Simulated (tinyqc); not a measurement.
Inside a calculation. Method: coherent transport through a tight-binding region between two chains. Computed by tinyqc, a small Python program that keeps every step. Settings: temperature = 300, mu = -0.49. Command: `OMP_NUM_THREADS=1 python tinyqc.py 30257 30258 out.jsonl` (the two numbers bound the seeds that draw the settings). One thread of a shared host (Intel(R) Xeon(R) Processor @ 2.60GHz), about 0.1 s of CPU time with the checks.

## Transmission at E = -0.3 eV

H of the central region (eV):
```
         1        2        3        4        5
1   0.0000  -1.6800   0.0000   0.0000  -1.6800
2  -1.6800   0.8100  -1.6800   0.0000   0.0000
3   0.0000  -1.6800   0.8100  -1.6800   0.0000
4   0.0000   0.0000  -1.6800   0.8100  -1.6800
5  -1.6800   0.0000   0.0000  -1.6800   0.0000
```

Leads: semi-infinite chains with site energy 0:

| parameter | value |
|---|---|
| lead hopping t (eV) | 1.020000 |
| coupling to the left lead (eV) | 0.770000 |
| coupling to the right lead (eV) | 1.360000 |
| left contact site | 1 |
| right contact site | 5 |

E = -0.3000 eV

Surface Green function g = (E - i sqrt(4 t^2 - E^2)) / (2 t^2); self-energy tc^2 g on each contact site; G = (E - H - Sigma)^(-1); Gamma = -2 Im Sigma; T = Gamma_L Gamma_R |G_LR|^2; local density of states -Im G_ii / pi.

g = -0.1442-0.9697i 1/eV

G (1/eV):
```
                 1                2                3                4
1   0.8512-0.6995i   0.4578-0.4094i  -0.5488+0.4290i  -0.8204+0.6929i
2   0.4578-0.4094i   0.1278-0.6593i   0.2219-0.0261i   0.0188+0.6420i
3  -0.5488+0.4290i   0.2219-0.0261i   0.6954-0.4463i   0.8328-0.2687i
4  -0.8204+0.6929i   0.0188+0.6420i   0.8328-0.2687i   0.5314-0.8195i
5   0.0068+0.0288i  -0.2094+0.4503i  -0.1451+0.2687i   0.1136-0.2728i

                 5
1   0.0068+0.0288i
2  -0.2094+0.4503i
3  -0.1451+0.2687i
4   0.1136-0.2728i
5   0.2202-0.4489i
```

local density of states (1/eV): 0.2227  0.2098  0.1421  0.2609  0.1429

transmission = 0.0036

## Transmission across the band

The same steps on a grid of energies.

T(E):

| E (eV) | T |
|---|---|
| -1.938000 | 0.0708 |
| -1.744200 | 0.1770 |
| -1.550400 | 0.2314 |
| -1.356600 | 0.2105 |
| -1.162800 | 0.1168 |
| -0.969000 | 0.0176 |
| -0.775200 | 0.0167 |
| -0.581400 | 0.0690 |
| -0.387600 | 0.0190 |
| -0.193800 | 0.0007 |
| 0.000000 | 0.0248 |
| 0.193800 | 0.0649 |
| 0.387600 | 0.1063 |
| 0.581400 | 0.1412 |
| 0.775200 | 0.1655 |
| 0.969000 | 0.1771 |
| 1.162800 | 0.1751 |
| 1.356600 | 0.1597 |
| 1.550400 | 0.1312 |
| 1.744200 | 0.0898 |
| 1.938000 | 0.0350 |

levels of the isolated region (eV): -2.9385  -0.5968  -0.4904  2.9804  3.4753

## Current

I = (2e/h) int T(E) [f(E - mu - V/2) - f(E - mu + V/2)] dE at 300 K with mu = -0.49 eV, the bias not changing H; 2e^2/h = 77.48092 microsiemens; the integral runs over the band on 4001 points.

Current:

| V (volt) | I (microampere) |
|---|---|
| 0.0100 | 0.0375 |
| 0.0500 | 0.1872 |
| 0.1000 | 0.3719 |
| 0.2000 | 0.7231 |
| 0.4000 | 1.2696 |
| 0.8000 | 1.6248 |
